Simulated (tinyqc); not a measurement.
AlGaN/GaN HEMT with access regions, lumped model: one step of the calculation.

A polarisation-induced electron sheet under a Schottky gate, in series with two ungated access regions and contacts. Drift law v = mu E/(1 + mu E/vs) under the gate. Currents in mA/mm, resistances in ohm mm. No self-heating, no channel-length modulation; fits for polarisation, barrier and offset are chosen for the exercise.

Question. On-resistance and breakdown. sigma = (5e13 x + 1.6e13 x^2) cm^-2, phiB = 0.84 + 1.3 x, dEc = 0.7 (1.71 x + x^2) in volts, Cb = eps0 eps_r/d, VT = phiB - dEc - q sigma/Cb, access density n0 = -Cb VT/q. Ron = 2 Rc + Ls/(q mu n0) + Ld/(q mu (1 - ft) n0) + Lg/(mu Cb (Vg - VT)). Off state: a depleted stretch that holds the voltage V has the peak field sqrt(k V), k = 2 q n0/(eps0 eps_r te), so one edge holds V1 = Ec^2/k. The sheet under the plate pinches off at Vf = q n0 (1/Cb + tf/(eps0 ei)); beyond it the gate edge is screened. BV = V1 if Vf >= V1, else Vf + V1, and at most Ec Ld. Specific resistance Ron (Ls + Lg + Ld); figure of merit BV^2 over it.

Values chosen for this exercise; values close to those of AlGaN/GaN structures: aluminium share of the barrier x = 0.26; barrier thickness d = 25 nm; relative permittivity of barrier and channel eps_r = 9.6; channel mobility mu = 1400 cm^2/(V s); saturation velocity vs = 1.5e7 cm/s; gate length Lg = 0.25 um; source access length Ls = 2 um; drain access length Ld = 8 um; resistance of each contact Rc = 0.5 ohm mm; share of the drain-access electrons removed by traps ft = 0.19; gate voltage Vg = 1 V; critical field Ec = 2.6 MV/cm; depth over which the depleted charge spreads te = 0.48 um; insulator under the field plate tf = 100 nm; relative permittivity of that insulator ei = 3.9.

Constants: q = 1.602176634e-19 C, eps0 = 8.8541878128e-14 F/cm where lengths are in cm. Results are converted to the units shown.

Wanted: Ron; Vf; V1; BV; specific resistance; figure of merit.

Answer.

Ron = 5.3669 ohm mm
Vf = 63.083 V
V1 = 69.737 V
BV = 132.82 V
specific resistance = 0.55011 mohm cm^2
figure of merit = 32.068 MW/cm^2

The plate raises BV by a factor of 1.90.

Numbers from tinyqc (`OMP_NUM_THREADS=1 python tinyqc.py 2570018 2570019 out.jsonl`; about 0.02 s on one thread of a shared Intel Xeon 2.30GHz).
